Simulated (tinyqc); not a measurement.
From one set of inputs to another, one input at a time: size effects in the resistivity of thin metal films and interconnect lines. Computed by tinyqc, a small Python program. Command: `OMP_NUM_THREADS=1 python tinyqc.py 3024586 3024587 out.jsonl size ladder`. One thread of a shared host (Intel(R) Xeon(R) Processor @ 2.30GHz), about 0.02 s of CPU time with the checks.

Electrons lose their drift at surfaces (a share 1 - p of the hits) and at grain boundaries (reflection R), besides bulk scattering. The line sits in a trench with a non-conducting liner on both walls and the bottom; the spacing equals the drawn width.

The inputs printed are set A. Set A is modelled on tungsten; the values taken over come from a set modelled on copper. Inputs not listed in the table keep their values of set A, so the rows need not describe a real material.

Inputs (values chosen for the exercise, modelled on tungsten):

| quantity | value | unit |
|---|---|---|
| bulk resistivity rho_b | 5.48 | microohm cm |
| bulk mean free path lambda | 14.6 | nm |
| specularity p | 0.57 | - |
| grain-boundary reflection R | 0.56 | - |
| drawn line width w | 140 | nm |
| grain size over metal width | 1.2 | - |
| aspect ratio (height over width) | 2.4 | - |
| liner thickness t | 1.9 | nm |
| line length | 200 | micrometre |
| permittivity of the dielectric k | 4 | - |

Geometry: line.

Constants: eps_0 = 8.8541878128e-12 F/m.

Method:
- Metal width w_m = w - 2t, height h_m = (aspect ratio) w - t, grain size D = (ratio) w_m.
- Mayadas-Shatzkes: alpha = (lambda/D) R/(1 - R); rho_b/rho = 1 - 3 alpha/2 + 3 alpha^2 - 3 alpha^3 ln(1 + 1/alpha).
- Fuchs-Sondheimer film: rho_b/rho = 1 - (3/(2 kappa))(1 - p) int_0^1 (s - s^3)(1 - exp(-kappa/s))/(1 - p exp(-kappa/s)) ds, f = rho/rho_b, kappa = thickness/lambda, 80 Gauss-Legendre points.
- Line: the excess of a film of thickness w_m and of a film of thickness h_m are added, rho/rho_b = 1 + (f(w_m) - 1) + (f(h_m) - 1), an estimate that holds best when both sides exceed lambda.
- Total: rho = rho_b [1 + surface excess + grain excess]; resistance per length rho/(w_m h_m); capacitance per length C = 2 k eps_0 (aspect ratio + 1/2), a parallel-plate estimate for two neighbours plus a fixed term for the planes above and below; delay 0.38 R C L^2; effective resistivity per drawn area.

Each row keeps all changes above it:

| input moved | from | to | RC delay (ps) | effective resistivity per drawn area (microohm cm) | rho/rho_b from surfaces |
|---|---|---|---|---|---|
| set A | - | - | 4.4744e+00 | 6.7409 | 1.0247 |
| line length (micrometre) | 200 | 1.3 | 1.8904e-04 | 6.7409 | 1.0247 |
| aspect ratio (height over width) | 2.4 | 1.7 | 2.0345e-04 | 6.7737 | 1.0277 |
| grain-boundary reflection R | 0.56 | 0.32 | 1.8585e-04 | 6.1879 | 1.0277 |
| specularity p | 0.57 | 0 | 1.9233e-04 | 6.4035 | 1.0656 |
| bulk mean free path lambda (nm) | 14.6 | 40.5 | 2.3243e-04 | 7.7387 | 1.1935 |
| bulk resistivity rho_b (microohm cm) | 5.48 | 1.72 | 7.2952e-05 | 2.4289 | 1.1935 |
| liner thickness t (nm) | 1.9 | 0.8 | 7.1190e-05 | 2.3702 | 1.1909 |

Where does the difference come from?

RC delay goes from 4.47 to 7.12e-5, a factor 1.59e-5 in all. The largest single move comes from line length (a factor 4.23e-5). Effective resistivity per drawn area goes from 6.74 to 2.37, a factor 0.352 in all. The largest single move comes from bulk resistivity rho_b (a factor 0.314), and bulk mean free path lambda works against it (a factor 1.21). rho/rho_b from surfaces goes from 1.02 to 1.19, a factor 1.16 in all. The largest single move comes from bulk mean free path lambda (a factor 1.12). The single moves hold for this order of the switches; the total does not depend on the order.

Extremes, crossings and ranges named in words are read from the listed rows.
